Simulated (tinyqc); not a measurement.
# One-dimensional ballistic tunnel FET, two-band WKB: effects of single changes

A p-type source for x < 0 with its Fermi level at 0 and its valence edge at ds; in the channel the bands fall as D exp(-x/lam) towards their flat values, with the conduction edge at Ec = ds - dP and D = dP + Eg. The gate moves dP one to one. The drain Fermi level lies at -Vd and the drain side reflects nothing. For w = E - Ec between 0 and dP an electron crosses the gap. Two-band dispersion with equal masses m: inside the gap kappa = sqrt(m u (1 - u/Eg)/C), u the distance from a band edge, C = hbar^2/(2 m0).

Values chosen for this exercise; band and dielectric values close to those of In0.53Ga0.47As:
```
symbol,value,unit,meaning
T,300,K,temperature
Eg,0.746,eV,band gap
m,0.048,m0,band-edge mass of the two-band model
lam,5.4,nm,screening length of the source junction
ds,0.14,eV,source valence edge above the source Fermi level
Vd,0.3,V,drain bias
g,1,,number of degenerate subbands (spin apart)
dP,0.19,eV,tunnelling window Ev(source) - Ec(channel)
```

Constants: q = 1.602176634e-19 C, kB = 1.380649e-23 J/K, hbar = 1.054571817e-34 J s, h = 6.62607015e-34 J s, m0 = 9.1093837015e-31 kg, Vt = kB T/q, hbar^2/(2 m0) = 0.0380998212 eV nm^2. Results are converted to the units shown.

Each table varies one quantity; the others keep the values above.

## Transfer curve and swing

S(w) = 2 lam int_0^Eg kappa(u) du/(w + Eg - u) = 2 pi lam sqrt(m/(C Eg)) [w + Eg/2 - sqrt(w (w + Eg))], T(w) = exp(-S). I = g (2 q^2/h) int_0^dP T(w) [f(E) - f(E + Vd)] dw, E = ds - dP + w, f(x) = 1/(1 + exp(x/Vt)). Swing = d(dP)/d(log10 I).

Transfer curve and swing:

| dP (eV) | T(w = dP) | I (uA) | swing (mV/decade) |
|---|---|---|---|
| 0.0094 | 1.954e-6 | 3.206e-9 | 9.300 |
| 0.014 | 3.669e-6 | 8.545e-9 | 12.39 |
| 0.021 | 7.683e-6 | 2.615e-8 | 16.54 |
| 0.03 | 1.602e-5 | 7.856e-8 | 21.25 |
| 0.045 | 4.060e-5 | 3.198e-7 | 28.11 |
| 0.066 | 1.063e-4 | 1.440e-6 | 36.25 |
| 0.097 | 2.990e-4 | 8.184e-6 | 45.87 |
| 0.14 | 8.331e-4 | 5.667e-5 | 56.62 |
| 0.21 | 0.002607 | 6.557e-4 | 77.64 |
| 0.31 | 0.007540 | 0.007016 | 122.5 |

Read the table: what changes, and by how much?

I rises from 3.21e-9 to 0.00702 uA and the swing rises from 9.30 to 122 mV/decade. The thermionic limit is Vt ln 10 = 59.5 mV/decade; the swing stays under it up to dP = 0.14 eV among the rows, where I is 5.67e-5 uA, 0.81 % of the last row. Leakage below the onset is not in the model.

## Effect of the band gap with the mass tied to it

Same model as above.

The mass follows the gap, m = 0.048 Eg/0.746 eV.

Effect of the band gap with the mass tied to it:

| Eg (eV) | T(w = dP) | I (uA) | swing (mV/decade) |
|---|---|---|---|
| 0.2 | 0.4565 | 0.6327 | 104.7 |
| 0.37 | 0.1162 | 0.07160 | 88.80 |
| 0.54 | 0.02104 | 0.006869 | 78.87 |
| 0.71 | 0.003036 | 5.964e-4 | 71.91 |
| 0.89 | 3.271e-4 | 4.151e-5 | 66.34 |
| 1.06 | 3.506e-5 | 3.163e-6 | 62.13 |
| 1.23 | 3.400e-6 | 2.301e-7 | 58.58 |
| 1.4 | 3.036e-7 | 1.608e-8 | 55.51 |

Read the table: what changes, and by how much?

T(w = dP) falls from 0.456 to 3.04e-7 and I falls from 0.633 to 1.61e-8 uA; the swing falls from 105 to 55.5 mV/decade. With m/Eg fixed, S depends on the gap only through w + Eg/2 - sqrt(w (w + Eg)). For Eg = 0.2 S at w = dP is below 2, where a WKB prefactor of 1 is a rough guess.

Computed by the program tinyqc: `OMP_NUM_THREADS=1 python tinyqc.py 2620140 2620141 out.jsonl`, one thread of a shared Intel Xeon 2.30GHz, about 0.01 s for the whole run.
